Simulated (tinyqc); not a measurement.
Inside a calculation. Model: the 3-omega method: a line heater on a substrate with a thin film. Computed by tinyqc, a small Python program that keeps every step. Command: `OMP_NUM_THREADS=1 python tinyqc.py 3010359 3010360 out.jsonl threeomega walk`. One thread of a shared host (Intel(R) Xeon(R) Processor @ 2.30GHz), about 0.01 s of CPU time with the checks. Intermediate numbers are printed to about 6 digits and carried at full precision; extremes and crossings named in words are read from the listed rows.

A current at angular frequency omega = 2 pi f heats the line at 2 omega with the amplitude P per length; the temperature swing Delta T at 2 omega gives a voltage at 3 omega. The substrate is taken as semi-infinite and isotropic, and the heat capacity of heater and film is left out.

Inputs (values chosen for the exercise, modelled on a silicon-germanium alloy on indium phosphide):
```
quantity                                    value           unit
substrate conductivity kappa                 65.2        W/(m K)
substrate heat capacity C                    1.52  1e6 J/(m^3 K)
heater half-width b                           9.6     micrometre
power amplitude per length P                   11            W/m
current frequency f                           100             Hz
film thickness t                               66             nm
film conductivity kappa_f                     4.3        W/(m K)
interface resistance R_i                      4.3       m^2 K/GW
substrate thickness d_s                       525     micrometre
temperature coefficient of resistance beta      3         1e-3/K
voltage amplitude V_1                         1.1              V
```

## Penetration depth

D = kappa/C; q = sqrt(2 i omega/D); penetration depth 1/|q| = sqrt(D/(2 omega)).

diffusivity D = 42.8947 mm^2/s

penetration depth = 184.755 micrometre

|q| b = 0.0519606

penetration depth / d_s = 0.351915

Caution: the penetration depth exceeds a fifth of the substrate thickness, so the back face is felt and the semi-infinite formula fails.

## Temperature swing of the bare substrate

Delta T_s = (P/(pi kappa)) int_0^infinity (sin x/x)^2 / sqrt(x^2 + (q b)^2) dx with (q b)^2 = i |q b|^2, averaged over the heater width (12 Gauss-Legendre points on each of the pieces 0, 14 log-spaced edges from 1e-5 to 1, and multiples of pi to 40 pi; the tail adds 1/(4 (40 pi)^2)). For |q| b much below 1: Delta T_s = (P/(pi kappa)) [-ln(|q| b) + eta - i pi/4], eta = 3/2 - C_E = 0.92278, with Euler's C_E = 0.5772157.

in-phase Delta T_s = 0.208388 K

out-of-phase Delta T_s = -0.0420821 K

in-phase, narrow-line form = 0.208369 K

out-of-phase, narrow-line form = -0.0421779 K

The narrow-line form misses the in-phase part by -0.01 % and the out-of-phase part by +0.2 % at |q| b = 0.052.

## The film adds a constant step

One-dimensional flow across the film: Delta T_f = P (t/kappa_f + R_i)/(2 b); total in-phase swing Delta T = Delta T_s + Delta T_f; third-harmonic amplitude V_3 = V_1 beta |Delta T|/2 with the out-of-phase part included; the apparent film conductivity is t/(t/kappa_f + R_i).

Delta T_f = 0.0112571 K

total in-phase swing = 0.219645 K

V_3 = 0.369006 mV

apparent film conductivity = 3.35898 W/(m K)

film share of the in-phase swing = 0.0512515

The interface lowers the apparent conductivity by 22 %. The film is a small part of the signal: an error of 1 % in Delta T_s becomes 19 % in the film resistance.

## Conductivity from the slope

Take the in-phase swing at f and at 2f; in the narrow-line limit kappa = P ln 2/(2 pi [Delta T(f) - Delta T(2f)]), whatever the film and the heater width.

in-phase Delta T_s at 2f = 0.189795 K

kappa from the slope = 65.2663 W/(m K)

error of the slope method = 0.101680 %

## The window of frequencies

The slope value uses each f and 2f: kappa = P ln 2/(2 pi [Delta T(f) - Delta T(2f)]).

Bare substrate; columns: (1) f (Hz); (2) penetration depth (micrometre); (3) |q| b; (4) in-phase (K); (5) out-of-phase (K); (6) narrow-line form (K); (7) kappa from the slope (W/(m K)):
```
(1)           (2)         (3)         (4)          (5)         (6)      (7)
0.37      3037.36  0.00316064    0.358721   -0.0421773    0.358721  65.2002
3.7       960.497  0.00999482    0.296894   -0.0421729    0.296893  65.2025
37        303.736   0.0316064    0.235073   -0.0421380    0.235066  65.2246
190       134.036   0.0716227    0.191170   -0.0420107    0.191134  65.3257
740       67.9174    0.141348    0.154766   -0.0416478    0.154627  65.6851
3700      30.3736    0.316064    0.112092   -0.0402416    0.111411  67.5554
15000     15.0852    0.636385   0.0764155   -0.0367844   0.0738269  74.2366
74000     6.79174     1.41348   0.0413589   -0.0280920   0.0309718  105.262
370000    3.03736     3.16064   0.0188859   -0.0161852  -0.0122437  218.983
2.20e+06  1.24562     7.70700  0.00773953  -0.00728747  -0.0601117  535.321
```

The slope gives kappa within 1 % up to |q| b = 0.14 (f = 740 Hz) among these rows. The penetration depth stays under d_s/5 = 105 micrometre from f = 740 Hz up, so that row alone meets both conditions. At high f the flow turns one-dimensional: in-phase and out-of-phase parts become equal in size (ratio 0.94 in the last row) and fall as f^(-1/2) (exponent -0.50).

Checks made by the program: narrow-line limit at |q| b = 0.002 (relative difference 7e-07).
